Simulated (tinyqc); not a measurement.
Alloy A(1-x)B(x) by interpolation with bowing: one step. Electron mass of the alloy. Two cases, with inputs chosen for the exercise.

Problem. Compare with the linear interpolation of the masses.

Each gap follows E(x) = (1 - x) E_A + x E_B - C x (1 - x); the lattice constant follows Vegard, a(x) = (1 - x) a_A + x a_B.

Mass at Gamma from the Kane formula 1/m = F + Ep (Eg + 2 Dso/3)/(Eg (Eg + Dso)). F is fixed by the masses of A and B and interpolated linearly, as is Ep; Eg and Dso carry their bowing.

Case 1.

Values chosen (A near GaAs, B near GaSb; the results hold for these values, not for the real material): Eg = (1.515, 0.818) eV (gap at Gamma to the s-like level of A, B); Dso = (0.34, 0.763) eV (spin-orbit splitting of A, B); Ep = (25.5, 27) eV (Kane energy of A, B); me = (0.0662, 0.0388) m0 (electron mass at Gamma of A, B); C = (1.615, 1.348, 1.053) eV (bowing of the Gamma, X and L gaps); Cs = 0.6 eV (bowing of Dso); x = 0.55 (fraction of B).

Case 2.

Values chosen (A near AlAs, B near GaAs; the results hold for these values, not for the real material): Eg = (3.087, 1.508) eV (gap at Gamma to the s-like level of A, B); Dso = (0.276, 0.344) eV (spin-orbit splitting of A, B); Ep = (20.9, 25.6) eV (Kane energy of A, B); me = (0.1507, 0.0674) m0 (electron mass at Gamma of A, B); C = (0.49, 0.049, 0.03) eV (bowing of the Gamma, X and L gaps); Cs = 0 eV (bowing of Dso); x = 0.49 (fraction of B).

Give: F of A, B; Ep, Eg, Dso at x; m(x) from the Kane formula; m(x) linear.

Solution.

Case 1.

F of A, B: [-0.6976, -1.9243]

Ep, Eg, Dso at x (eV): [26.3250, 0.7319, 0.4242]

m(x) from the Kane formula = 0.0331 m0
m(x) linear = 0.0511 m0

The Kane value lies 35.2 % below the linear one.

Case 2.

F of A, B: [0.0506, -1.0883]

Ep, Eg, Dso at x (eV): [23.2030, 2.1908, 0.3093]

m(x) from the Kane formula = 0.1037 m0
m(x) linear = 0.1099 m0

The Kane value lies 5.7 % below the linear one. The Gamma valley is not the lowest at this x.

Computed by tinyqc, one run a case: `OMP_NUM_THREADS=1 python tinyqc.py N N+1 out.jsonl` with N = 1080553, 1080554; one thread of a shared Intel(R) Xeon(R) Processor @ 2.30GHz, about 0.01 s a run at most.
